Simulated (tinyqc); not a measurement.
Level against strength of the defect: Koster-Slater impurity in an sp3s* host.

sp3s* tight binding, nearest neighbours only: anion (a) at 0, cation (c) at a/4 (1,1,1), orbitals s, px, py, pz, s* on each; k in units of 2 pi/a. With phases e_j = exp(i (pi/2) k.n_j) for n = (1,1,1), (1,-1,-1), (-1,1,-1), (-1,-1,1): g0 = (e1+e2+e3+e4)/4, g1 = (e1+e2-e3-e4)/4, g2 = (e1-e2+e3-e4)/4, g3 = (e1-e2-e3+e4)/4. The diagonal holds the levels Esa, Epa, Exa (s*) and Esc, Epc, Exc. Anion-cation block: <sa|sc> = Vss g0; <sa|xc> = Vsapc g1; <xa|sc> = -Vscpa g1; <xa|xc> = Vxx g0; <xa|yc> = <ya|xc> = Vxy g3, <xa|zc> = <za|xc> = Vxy g2, <ya|zc> = <za|yc> = Vxy g1; <s*a|xc> = Vxapc g1; <xa|s*c> = -Vpaxc g1; y and z take g2 and g3 in place of g1; s-s* and s*-s* vanish.

A defect on an anion site (a) shifts the s level there by Vs or the three p levels by Vp and leaves the rest. A level in the gap solves 1/Vs = G_s(E) (symmetry A1) or 1/Vp = G_p(E) (T2, threefold), with G(E) = (1/N^3) sum over k and bands of w/(E - e), where w is the weight of the state on the s orbital of that site, or the mean weight on its px, py, pz. Mesh: k = f1 (-1,1,1) + f2 (1,-1,1) + f3 (1,1,-1), f = (j + 1/2)/N, j = 0 to N - 1. Energies from the top of the valence band at Gamma; the s* orbital of the site is left as it is. An infinite shift removes the s or p orbitals, the model of the ideal vacancy: G(E) = 0.

Values chosen for the exercise (out of a larger set: near a published set for GaAs; not measured data): p = (-8.321, 1.048, -2.656, 3.634, 8.688, 6.798, -6.521, 1.935, 5.048, 4.527, 5.837, 4.83, 4.859) eV (order Esa, Epa, Esc, Epc, Exa, Exc, Vss, Vxx, Vxy, Vsapc, Vscpa, Vxapc, Vpaxc); N = 5 (mesh).

Eg (smallest gap of the host) = 1.60735 eV

A dash: no level in the gap from 0 to Eg. The last row is the ideal vacancy.

Levels (eV above the valence band):

| shift (eV) | A1 | T2 |
|---|---|---|
| -40 | 0.949 | 1.606 |
| -20 | 1.172 | - |
| -12 | 1.368 | - |
| -8 | 1.522 | - |
| -5 | - | - |
| -3 | - | - |
| +3 | - | - |
| +5 | - | 0.099 |
| +8 | - | 0.489 |
| +12 | - | 0.815 |
| +20 | - | 1.100 |
| +40 | 0.109 | 1.301 |
| vacancy | 0.615 | 1.473 |

A1: a level lies in the gap for the attractive shifts -8, -12, -20 and -40 eV and for the repulsive +40 eV; both branches tend to the vacancy level, 0.615 eV, which pins them. T2: a level lies in the gap for the attractive shifts -40 eV and for the repulsive +5, +8, +12, +20 and +40 eV; both branches tend to the vacancy level, 1.473 eV, which pins them. A level passes the edges where the shift equals 1/G, a value that is sensitive to the mesh there: on this one 1/G(0) = 34.0 and 1/G(Eg) = -6.2 eV for s, 4.2 and -39.4 eV for p.

Program tinyqc; command `OMP_NUM_THREADS=1 python tinyqc.py 1452055 1452056 out.jsonl`; about 0.02 s on one thread of a shared Intel(R) Xeon(R) Processor @ 2.30GHz.
